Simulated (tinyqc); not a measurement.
Gap and superfluid density against temperature: BCS gap equation with a constant attraction inside the Debye window. Computed by tinyqc, a small Python program. Command: `OMP_NUM_THREADS=1 python tinyqc.py 3001141 3001142 out.jsonl bcs walk`. One thread of a shared host (Intel(R) Xeon(R) Processor @ 2.30GHz), about 0.01 s of CPU time with the checks.

Pairs attract with strength V for |xi| < k_B Theta; N(0) is the density of states for one spin. Energies are given as temperatures (E/k_B, in K) unless marked.

Inputs (values chosen for the exercise, for a model metal): coupling N(0)V = 0.579; Debye temperature Theta = 439 K.

Solver: secant.

Constants: k_B = 8.617333262e-05 eV/K.

Method:
- At T = 0 the gap equation 1/(N(0)V) = int_0^Theta d xi/sqrt(xi^2 + Delta^2) has the integral arcsinh(Theta/Delta), so Delta_0 = Theta/sinh(1/(N(0)V)); weak coupling gives 2 Theta exp(-1/(N(0)V)).
- Gap equation: 1/(N(0)V) = I(Delta, T) = int_0^Theta tanh(E/2T)/E d xi, E = sqrt(xi^2 + Delta^2); 64 Gauss-Legendre points in y with xi = max(Delta, T) sinh(y).
- T_c solves I(0, T_c) = 1/(N(0)V); the weak-coupling form is T_c = (2 e^C/pi) Theta exp(-1/(N(0)V)) with Euler's C = 0.5772157, and 2 Delta_0/T_c then tends to 2 pi e^-C = 3.528.
- Interpolation tanh(1.74 sqrt(T_c/T - 1)); near T_c, 1.74 sqrt(1 - T/T_c). Clean-limit superfluid fraction 1 - (1/2T) int_0^(40 T) cosh^-2(E/2T) d xi (64 points); two-fluid rule 1 - (T/T_c)^4.

T_c = 88.7167 K

Delta_0 = 161.201 K

Reduced quantities:
```
T/T_c  Delta/Delta_0  tanh form  square-root form  superfluid fraction  two-fluid rule
0.10         1.00000    0.99994            1.6507              1.00000         0.99990
0.20         0.99990    0.99810            1.5563              0.99911         0.99840
0.30         0.99747    0.99022            1.4558              0.98453         0.99190
0.40         0.98628    0.97221            1.3478              0.93614         0.97440
0.50         0.95947    0.94023            1.2304              0.84879         0.93750
0.60         0.91104    0.88975            1.1005              0.72692         0.87040
0.70         0.83408    0.81411            0.9530              0.57661         0.75990
0.80         0.71703    0.70137            0.7782              0.40298         0.59040
0.90         0.53182    0.52267            0.5502              0.20986         0.34390
0.95         0.38465    0.37925            0.3891              0.10688         0.18549
0.98         0.24650    0.24358            0.2461              0.04321         0.07763
```

What does the comparison show, and why?

The tanh form misses the gap by at most about 0.021 (at T/T_c = 0.6); the square-root form is within 3 % only from T/T_c = 0.95. The gap keeps 99 % of Delta_0 up to T/T_c = 0.3, since quasiparticles are exponentially few. The two-fluid rule exceeds the BCS superfluid fraction most, by 0.19, at T/T_c = 0.8. Caution: at this coupling retardation and damping of the phonon exchange (Eliashberg theory) matter.
